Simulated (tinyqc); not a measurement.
From results back to parameters: heavy doping: gap narrowing, degeneracy and the minority density. Two cases, with inputs chosen for the exercise.

Problem. The minority density was computed from a hidden true narrowing dEg.

F_j(eta) = (1/Gamma(j + 1)) integral_0^infinity x^j dx/(1 + exp(x - eta)), which tends to exp(eta) for eta << 0.

Majority: N = Nv F_1/2(eta), eta the distance of EF beyond the majority band edge in kT. Degeneracy factor gam = F_1/2(eta)/exp(eta). ni0^2 = Nc Nv exp(-Eg/kT); product n p = ni0^2 gam exp(dEg/kT), dEg the true narrowing; apparent narrowing dEa = dEg + kT ln gam; minority density = n p/N.

Constants: kB = 8.617333262e-05 eV/K.

Find: dEa; gam; dEg.

Method. dEa = kT ln(minority x N/ni0^2); gam follows from N alone, and dEg = dEa - kT ln gam.

Case 1.

Values chosen (gap and densities of states near those of Ge at this temperature; narrowing constants of the size fitted for Si, not for this material; not measured data): N = 4.3e+17 1/cm^3 (ionised acceptors, equal to the majority density); Eg = 0.661 eV (gap); Nc = 1.01e+19 1/cm^3 (conduction-band density of states); Nv = 4.83e+18 1/cm^3 (valence-band density of states); T = 300 K.

minority density = 2.40568e+09 1/cm^3

Solution.

dEa = 25.64 meV
gam = 0.9691
dEg = 26.45 meV

Case 2.

Values chosen (gap and densities of states near those of Si at this temperature; narrowing constants near the fits for Si; not measured data): N = 3.2e+18 1/cm^3 (ionised acceptors, equal to the majority density); Eg = 1.091 eV (gap); Nc = 5.26e+19 1/cm^3 (conduction-band density of states); Nv = 2.25e+19 1/cm^3 (valence-band density of states); T = 450 K.

minority density = 7.45038e+08 1/cm^3

Solution.

dEa = 46.68 meV
gam = 0.9511
dEg = 48.63 meV

Computed by tinyqc, one run a case: `OMP_NUM_THREADS=1 python tinyqc.py N N+1 out.jsonl` with N = 1652695, 1652711; one thread of a shared Intel(R) Xeon(R) Processor @ 2.30GHz, about 0.01 s a run at most.
